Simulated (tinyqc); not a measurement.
# Kinetics of strain relaxation and threading dislocations in mismatched semiconductor layers, step by step

A worked calculation. Computed by tinyqc, a small Python program that keeps every step. Command: `OMP_NUM_THREADS=1 python tinyqc.py 3022016 3022017 out.jsonl threading walk`. One thread of a shared host (Intel(R) Xeon(R) Processor @ 2.30GHz), about 0.01 s of CPU time with the checks. Intermediate numbers are printed to about 5 digits and carried at full precision; extremes and crossings named in words are read from the listed rows.

60-degree dislocations on {111} planes of a (001) layer, isotropic elasticity. The Schmid factor is 1/sqrt(6), and a misfit segment relieves strain with b/2.

Inputs (values chosen for the exercise, modelled on Si(0.7)Ge(0.3) on Si):
```
quantity                                     value          unit
misfit f                                    0.0123             -
shear modulus G                               63.7           GPa
Poisson ratio nu                              0.27             -
Burgers vector b                              3.89      angstrom
glide activation energy Q                     2.01            eV
velocity prefactor v0                        26000   m/s per MPa
layer thickness h                               56            nm
anneal temperature T                           778             K
anneal time t                                   81             s
initial thread density rho_0                 1e+07        1/cm^2
multiplication constant delta                71000           1/m
grading rate (misfit per thickness) R_f      0.018  1/micrometre
growth temperature of the buffer T_g          1111             K
growth rate R_g                                0.9          nm/s
reaction radius r_A                             83            nm
final thickness of a thick uniform layer H    0.91    micrometre
aspect ratio of a trench                       2.2             -
```

Sources: multiplication.

Constants: k_B = 8.617333262e-05 eV/K.

## Excess stress and glide velocity at the start

Excess resolved stress tau = (1/sqrt 6) [2 G (1 + nu)/(1 - nu)] (e - e_eq), e_eq = b (1 - nu/4) [ln(h/b) + 1]/(4 pi (1 + nu) h), the Matthews-Blakeslee strain of an uncapped layer; glide velocity v = v0 tau exp(-Q/(k_B T)), tau in MPa.

equilibrium strain e_eq = 0.0024229

excess stress tau = 893.72 MPa

mobility v/tau = 2.4801e-09 m/s per MPa

initial velocity = 2.2165 micrometre/s

The layer carries 5.1 times its equilibrium strain. In the anneal time a thread would run 180 micrometre at this speed.

## Relaxation in the anneal

Threads run in two directions, so de/dt = -(b/4) rho v, and they multiply as d rho/dt = delta rho v. With x = e - e_eq, x0 = f - e_eq (fully strained at t = 0) and v = m S x (m the mobility, S x = tau): rho = rho_0 + (4 delta/b)(x0 - x), so dx/dt = -k x (a - x), k = delta m S, a = x0 + b rho_0/(4 delta): a logistic law, x = a/[1 + (a/x0 - 1) exp(k a t)]. The half time is that at which x = x0/2.

strain left e = 0.0024247

share of the excess strain relieved = 99.982 %

thread density = 7.3098e+08 1/cm^2

half time = 26.985 s

The layer has reached its equilibrium strain. The misfit lines laid down are 0.020 micrometre apart. Caution: blocking of threads by crossing misfit lines, left out here, leaves real layers with more strain.

## Anneal temperature

The formulas are those given above.

After the time t:
```
T (K)  first velocity (micrometre/s)  relieved (%)  threads (1/cm^2)  half time (s)
654                       7.5327e-03    6.1376e-02        1.0443e+07     7.9403e+03
676                       2.4046e-02    2.0544e-01        1.1481e+07     2.4874e+03
703                       9.0484e-02    9.4145e-01        1.6789e+07     6.6103e+02
725                       2.4764e-01    4.2403e+00        4.0577e+07     2.4153e+02
750                       7.2372e-01    4.7828e+01        3.5489e+08     8.2645e+01
768                       1.5001e+00    9.8851e+01        7.2282e+08     3.9871e+01
791                       3.6279e+00    1.0000e+02        7.3110e+08     1.6487e+01
831                       1.5000e+01    1.0000e+02        7.3110e+08     3.9874e+00
```

The half time follows exp(Q/(k_B T)), a decade for each 56 K near 750 K. Relief goes from 4.2 % at 725 K to 98.9 % at 768 K: with multiplication the onset is abrupt, after an incubation in which threads breed, and the final density is set by delta, not by rho_0. Caution: rows with more than 50 % relieved leave out blocking by crossing misfit lines, which slows real layers.

## Graded buffer

In steady grading, strain is fed at R_f R_g and relieved at (b/4) rho v. As a glide-limited estimate, the driving stress is taken as the mean stress of the strained top zone, whose depth z solves R_f z/2 = e_eq(z), with strain R_f z at the surface; tau_g = S R_f z/2 is its mean; then rho = 4 R_f R_g/(b m tau_g), m = v0 exp(-Q/(k_B T_g)), S = (1/sqrt 6) 2 G (1 + nu)/(1 - nu), e_eq(z) = b (1 - nu/4) [ln(z/b) + 1]/(4 pi (1 + nu) z).

depth z of the strained zone = 131.25 nm

stress tau_g = 106.89 MPa

thread density of the buffer = 7863.2 1/cm^2

buffer thickness f/R_f = 0.68333 micrometre

Raising T_g by 50 K would lower this density by a factor 2.5: fast glide lets few threads do the work. Caution: real buffers seldom go below 1e5 /cm^2, as pile-ups and nucleation take over; this value is a lower bound.

## Thick uniform layer and trapping in a trench

A separate case, a thick relaxed layer. Pair reactions during growth: d rho/dh = -K rho^2 with K = 2 r_A tan(psi) and threads inclined by psi = 45 degrees (the <110> lines of {111} planes), so rho = 1/(K H) for a layer that starts with far more threads than that, as highly mismatched layers do. In a trench along [110] a thread on {111} rises at 54.74 degrees across the width, and leaves through the wall below the height w tan(54.74 degrees) = sqrt(2) w; the share of threads, evenly spread over the floor, that reach the top is max(0, 1 - a/sqrt 2) for the aspect ratio a.

thread density at H = 6.6199e+08 1/cm^2

share that reaches the top = 0

The trench traps all threads that cross it; those that run along it are not trapped. Thickness alone needs 600 micrometre for 1e6 /cm^2. Caution: at this small misfit a layer may start with fewer threads than 1/(K H), which is then only an upper bound.

Checks made by the program: strain against numerical integration (relative difference below 1e-10).
